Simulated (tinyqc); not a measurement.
Global model of a low-pressure process discharge: electron temperature, density, ion flux and ion energy: one step, computed by the program tinyqc.

Maxwellian electrons with temperature T_e in eV, one positive ion, no negative ions, uniform bulk density n; rate constants have the Arrhenius form.

Problem. Energy per pair and density. E_c = E_iz + (X0 exp(-E_ex/T_e) E_ex + K_el (3 m_0/M) T_e)/K_iz; wall potential V_s = (T_e/2) ln(M/(2 pi m_0)); E_T = E_c + 2 T_e + T_e/2 + V_s; n = P/(e u_B A_eff E_T); ion current density J = e h_L n u_B; ionised share n/n_g.

Inputs (values chosen for the exercise, of the order of those of an inductive discharge in a simple atomic gas):
```
quantity,value,unit
ion mass M,19,u
ionisation energy E_iz,15.9,eV
excitation prefactor X0,2.9e-14,m^3/s
excitation energy E_ex,10.5,eV
elastic rate constant K_el,7.2e-14,m^3/s
gas temperature T_g,500,K
absorbed power P,160,W
```

T_e = 3.194731 eV

K_iz = 2.344333e-16 m^3/s

Bohm velocity u_B = 4027.829 m/s

A_eff = 1198.676 cm^2

h_L = 0.2660436

gas density n_g = 7.967268e+19 1/m^3

Constants: m_0 = 9.1093837015e-31 kg; u = 1.6605390666e-27 kg; e = 1.602176634e-19 C.

Give: collisional loss per pair E_c; wall potential V_s; E_T; plasma density n; ion current density J; ionised share.

Solution.

collisional loss per pair E_c = 64.535 eV

wall potential V_s = 13.761 V

E_T = 86.283 eV

plasma density n = 2.3972e+10 1/cm^3

ion current density J = 0.41157 mA/cm^2

ionised share = 3.0089e-04

Collisions take 75 % of the power and the walls the rest. T_e came from the particle balance alone; the power sets only n.
